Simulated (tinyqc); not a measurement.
Inside a calculation. Model: tunnelling through a gate dielectric with the two-band (Franz) dispersion, WKB transmission and Tsu-Esaki current.

Program tinyqc, `OMP_NUM_THREADS=1 python tinyqc.py 2540056 2540057 out.jsonl`; Intel Xeon 2.30GHz, shared host, one thread, about 0.02 s. Printed values are rounded.

Electrons leave the emitter at x = 0. Energies E (motion across the layers) are in eV from the emitter Fermi level; the collector Fermi level lies at -V and offers states at every E. No charge in the dielectric and no image force: F1 = V/t1, U = phi1 - F1 x. With C = hbar^2/(2 m0), kappa = sqrt(m u (1 - u/Egx)/C), u = U - E where U > E and 0 elsewhere; T(E) = exp(-S), S = 2 times the integral of kappa over x.

Inputs (values chosen for the exercise); dielectric values close to those of silicon nitride:
- T = 300 K (temperature)
- Ef = 0.48 eV (Fermi energy of the emitter above its band bottom)
- me = 1 m0 (emitter mass in the supply function)
- phi1 = 2.06 eV (barrier of layer 1 above the emitter Fermi level at zero bias)
- m1 = 0.5 m0 (tunnelling mass of layer 1)
- t1 = 3.4 nm (thickness of layer 1)
- Egx = 5.4 eV (gap parameter of the two-band dispersion, set freely)
- V = 1.6 V (voltage across the dielectric)
- E = 0 eV (energy of the electron followed)
- nc = 9 (cells in each layer)
- Ea = -0.48 eV (lower end of the energy grid)
- Eb = 0.29 eV (upper end of the energy grid)
- nE = 9 (points of the energy grid)

Constants: q = 1.602176634e-19 C, kB = 1.380649e-23 J/K, hbar = 1.054571817e-34 J s, m0 = 9.1093837015e-31 kg, Vt = kB T/q, hbar^2/(2 m0) = 0.0380998212 eV nm^2. Results are converted to the units shown.

## Fields and band edges

F1 = V/t1, U = phi1 - F1 x.

F1 = 4.70588 MV/cm
U at x = t1 = 0.46 eV

## WKB exponent by the midpoint rule

Cut each layer into nc equal cells, take U and kappa at the cell centres, and sum S = 2 sum kappa h.

```
cell   x (nm)   U (eV)  kappa (1/nm)
0     0.18889  1.97111       4.05283
1     0.56667  1.79333       3.96470
2     0.94444  1.61556       3.85468
3     1.32222  1.43778       3.72085
4     1.70000  1.26000       3.56051
5     2.07778  1.08222       3.36988
6     2.45556  0.90444       3.14347
7     2.83333  0.72667       2.87281
8     3.21111  0.54889       2.54384
```

S = 23.4854
T(E) = 6.31586e-11

## WKB exponent in closed form

Each layer adds (2/F) sqrt(m/C) [G(u at its left edge) - G(u at its right edge)] to S, with u = U - E (0 where negative) and G(u) = Egx^1.5 (th - sin(4 th)/4)/4, th = arcsin sqrt(u/Egx). The slope follows from 1/d = -dS/dE.

S = 23.4746
T(E) = 6.38436e-11
energy d over which T(E) grows by a factor e = 0.13529 eV

The midpoint rule gives S = 23.485, so its T(E) is 1.1 % below this value. The band edge stays above E through the whole stack: direct tunnelling through a trapezoid.

## Current density on a coarse energy grid

J = J0 times the integral of T(E) N(E) dE, N = ln[(1 + exp(-E/Vt))/(1 + exp((-E - V)/Vt))], J0 = q^2 me m0 kB T/(2 pi^2 hbar^3) (times 1e-4 for A/cm^2 per eV), by Simpson's rule on nE equally spaced points from Ea to Eb.

```
point     E (eV)         T(E)           N       T(E) N
0      -0.480000  4.08237e-12     18.5672  7.57983e-11
1      -0.383750  6.32672e-12     14.8441  9.39146e-11
2      -0.287500  1.03316e-11     11.1210  1.14898e-10
3      -0.191250  1.78482e-11     7.39849  1.32050e-10
4      -0.095000  3.27820e-11     3.69980  1.21287e-10
5       0.001250  6.44366e-11    0.669263  4.31251e-11
6       0.097500  1.36749e-10   0.0227573  3.11203e-12
7       0.193750  3.17314e-10  5.55933e-4  1.76406e-13
8       0.290000  8.21127e-10  1.34342e-5  1.10312e-14
```

J0 = 4.18366e8 A/(cm^2 eV)
J = 0.0218985 A/cm^2

The integrand peaks at E = -0.191 eV among these points. A converged quadrature from -Ef to above the barrier gives 0.02208 A/cm^2; this grid is 0.82 % below that.
